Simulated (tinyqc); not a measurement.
# Interface traps from C-V curves, high-low and Terman methods: what changes with what

MOS capacitor on an n-type substrate; psi is the band bending, negative in depletion; only majority carriers are counted. At the bending psi the Fermi level lies y = xi - psi below the conduction edge at the surface, xi = Vt ln(Nc/Nd). Dit(y) = D0 + D1 exp(-y/E1); traps fill up to the Fermi level, follow the bias and a slow signal, and do not follow a fast one. V is the gate voltage from flat band.

Values chosen for this exercise; band and dielectric values close to those of gallium nitride: temperature T = 250 K; relative permittivity eps_r = 9.5; conduction-band density of states at T Nc = 1.79e18 cm^-3; donor density Nd = 1.8e17 cm^-3; equivalent oxide thickness EOT = 21 nm; trap density far from the band edge D0 = 3.6e11 cm^-2 eV^-1; band-tail density at the conduction edge D1 = 8.3e12 cm^-2 eV^-1; decay energy of the tail E1 = 0.1 eV.

Constants: q = 1.602176634e-19 C, kB = 1.380649e-23 J/K, Vt = kB T/q, eps0 = 8.8541878128e-14 F/cm where lengths are in cm. Results are converted to the units shown.

Each table varies one quantity; the others keep the values above.

## Subthreshold swing with traps

Cox = 3.9 eps0/EOT, LD = sqrt(eps0 eps_r Vt/(q Nd)), u = psi/Vt, Cd = (eps0 eps_r/(sqrt(2) LD)) |exp(u) - 1|/sqrt(exp(u) - u - 1). At psi = -0.321 V the swing of a transistor with this gate would be S = Vt ln 10 (1 + (Cd + q Dit)/Cox), Dit as above.

Subthreshold swing with traps:

| D0 (cm^-2 eV^-1) | Dit (cm^-2 eV^-1) | q Dit/Cox | S (mV/decade) |
|---|---|---|---|
| 8.5e9 | 2.1271e11 | 0.20726 | 120.60 |
| 2.5e10 | 2.2921e11 | 0.22333 | 121.40 |
| 7.3e10 | 2.7721e11 | 0.27010 | 123.72 |
| 2.1e11 | 4.1421e11 | 0.40359 | 130.34 |
| 6.2e11 | 8.2421e11 | 0.80307 | 150.15 |
| 1.8e12 | 2.0042e12 | 1.9528 | 207.19 |
| 5.3e12 | 5.5042e12 | 5.3630 | 376.35 |
| 1.5e13 | 1.5204e13 | 14.814 | 845.19 |

S rises from 121 to 845 mV/decade; without traps it is 110. The traps add 10 mV/decade at Dit = 2.07e11 cm^-2 eV^-1 and equal Cox at 1.03e12.

## An error in the doping read as traps

Ideal V0 = psi - sqrt(2) (eps0 eps_r Vt/LD) sqrt(exp(u) - u - 1)/Cox for psi < 0; the traps add dV = (q/Cox) times the integral of Dit from 0 to psi = (q/Cox) [D0 psi + D1 E1 exp(-xi/E1) (exp(psi/E1) - 1)]. 1/C_HF = 1/Cox + 1/Cd, 1/C_LF = 1/Cox + 1/(Cd + q Dit). The sample has Nd; the ideal curve is drawn with Nd (1 + e). At the true psi = -0.321 V the measured C_HF is matched to the ideal curve, which gives psi', and Dit = (Cox/q) [dV/dpsi' - 1 - Cd'(psi')/Cox], derivatives exact.

The same in every row: true Dit (cm^-2 eV^-1) = 5.642e11.

An error in the doping read as traps:

| e | psi' (V) | apparent Dit (cm^-2 eV^-1) |
|---|---|---|
| -0.15 | -0.2761 | 1.066e12 |
| -0.1 | -0.2911 | 8.804e11 |
| -0.05 | -0.3060 | 7.140e11 |
| -0.02 | -0.3150 | 6.223e11 |
| 0 | -0.3210 | 5.642e11 |
| 0.02 | -0.3270 | 5.084e11 |
| 0.05 | -0.3360 | 4.287e11 |
| 0.1 | -0.3509 | 3.054e11 |
| 0.15 | -0.3659 | 1.929e11 |

The apparent Dit falls from 1.07e12 to 1.93e11 cm^-2 eV^-1, against the true 5.64e11. An error of +5 % in the doping shifts it by -1.36e11 cm^-2 eV^-1, 24.0 % of the true value.

Numbers from tinyqc (`OMP_NUM_THREADS=1 python tinyqc.py 2030157 2030158 out.jsonl`; about 0.01 s on one thread of a shared Intel Xeon 2.30GHz).
